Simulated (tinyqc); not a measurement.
Threshold-voltage variability of a planar MOSFET, analytic estimates: course of the iteration: margin in standard deviations for the wanted yield.

Three independent sources add in quadrature: random dopants in the depleted layer, metal-gate grains of two orientations, and roughness of the two gate edges acting through the roll-off VT = VT(long) - Vr exp(-L/l). These are first-order estimates: no three-dimensional electrostatics, no percolation.

Cells fail independently with probability Q(k) = erfc(k/sqrt(2))/2 when the margin is k standard deviations, and Y = exp(-Nb Q(k)). phi = exp(-k^2/2)/sqrt(2 pi). Newton steps on ln Q(k) = ln(-ln(Y)/Nb): k(new) = k + [ln Q - ln(-ln(Y)/Nb)] Q/phi.

Stop when k changes by less than 1e-9, or after 30 iterations.

Inputs (values chosen for the exercise): number of cells Nb = 65536; wanted yield Y = 0.71.

k at the start = 3

Course of the iteration:
```
iteration        k  |change|
1          4.69174      1.69
2          4.41555     0.276
3          4.40761   7.94e-3
4          4.40761   6.56e-6
5          4.40761  4.47e-12
```

Did this iteration meet its convergence test, and what does its course show?

Yes. Converged in 5 iterations. At the end the number of correct digits about doubles with each step. With s(dVT) = 63.8 mV, 4.41 standard deviations are 281 mV.

Range of the model: The depletion depth exceeds L, so source and drain share much of the charge and the dopant estimate is rough. The gate holds only a few grains, so the work-function spread has a few discrete levels. gI s exceeds 0.2, so the linear formula for the current mismatch is only a rough guide.

Computed by the program tinyqc: `OMP_NUM_THREADS=1 python tinyqc.py 2090055 2090056 out.jsonl`, one thread of a shared Intel Xeon 2.30GHz, about 0.01 s for the whole run.
